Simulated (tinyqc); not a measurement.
Keating valence-force model of a tetrahedral crystal: one step, computed by the program tinyqc.

Atom A sits at 0 and atom B at a/4 (1,1,1) of an fcc lattice; the four bonds from A are t = a/4 (1,1,1), a/4 (1,-1,-1), a/4 (-1,1,-1), a/4 (-1,-1,1), of length d = sqrt(3) a/4. Energy: E = (3 alpha/(8 d^2)) sum over bonds (r.r - d^2)^2 + (3 beta/(8 d^2)) sum over pairs of bonds at one atom (r_i.r_j + d^2/3)^2, with beta_A for the six pairs at A and beta_B for the six at B. The cell holds two atoms, Omega = a^3/4. 1 N/m = 1 J/m^2.

Problem. Dynamical matrix at q. With displacements u exp(i q.r), each bracket changes by g.u, where g = (g_A, g_B): bond t, g = (-2 t, 2 t exp(i q.t)); pair (i, j) at A, g = (-(t_i + t_j), t_i exp(i q.t_j) + t_j exp(i q.t_i)); pair at B, g = (-t_i exp(-i q.t_j) - t_j exp(-i q.t_i), t_i + t_j). Then D_mn = sum over the 4 bonds and 12 pairs of (4 k/a^2) conj(g_m) g_n / sqrt(M_m M_n), with k = alpha or beta converted to eV/angstrom^2. Only the short-range forces enter; the Coulomb field of the charges is left out.

Inputs (values chosen for the exercise, for a model crystal): mass M_A = 59.4 u; mass M_B = 62.6 u; bond stretching alpha = 109 N/m; bond bending beta_A = 14.4 N/m; bond bending beta_B = 15.3 N/m.

Structure: zinc blende.

wave vector q (2 pi/a): [0.57, 0.11, 0]

Constants: 1 eV/angstrom^2 = 16.02176634 J/m^2.

Give: D(q).

Solution.

D(q) (eV/(angstrom^2 u)), rows A x, A y, A z, B x, B y, B z:
$$\begin{pmatrix}
0.55856 & 0.00531 & 0.00000+0.00663i & -0.31232 & 0.05172 & 0.00000-0.04144i \\
0.00531 & 0.52129 & 0.00000+0.00093i & 0.05172 & -0.31232 & 0.00000-0.29635i \\
0.00000-0.00663i & 0.00000-0.00093i & 0.52170 & 0.00000-0.04144i & 0.00000-0.29635i & -0.31232 \\
-0.31232 & 0.05172 & 0.00000+0.04144i & 0.52788 & 0.00475 & 0.00000-0.00592i \\
0.05172 & -0.31232 & 0.00000+0.29635i & 0.00475 & 0.49460 & 0.00000-0.00083i \\
0.00000+0.04144i & 0.00000+0.29635i & -0.31232 & 0.00000+0.00592i & 0.00000+0.00083i & 0.49497
\end{pmatrix}$$
